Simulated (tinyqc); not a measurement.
# Thermal resistances of a two-die stack

Question. Heat leaves through the lower die only, and the system is linear. Find the resistance R1 from the lower die to the coolant, R2 between the dies, and the rise of the upper die when both are powered.

Inputs (values chosen for the exercise):
- P1 = 21 W (power of the lower die)
- P2 = 14 W (power of the upper die)

rises of the lower and upper die with only the lower one powered (K): 17.43  17.43
rises of the lower and upper die with only the upper one powered (K): 11.62  15.96

Solution. With only the lower die powered no heat crosses R2, so both dies rise by P1 R1; the difference in the second test is P2 R2; rises add.

R1 = 0.830 K/W
R2 = 0.310 K/W
rise of the upper die = 33.4 K

Numbers from tinyqc (`OMP_NUM_THREADS=1 python tinyqc.py 2162007 2162008 out.jsonl`; about 0.03 s on one thread of a shared Intel Xeon 2.30GHz).
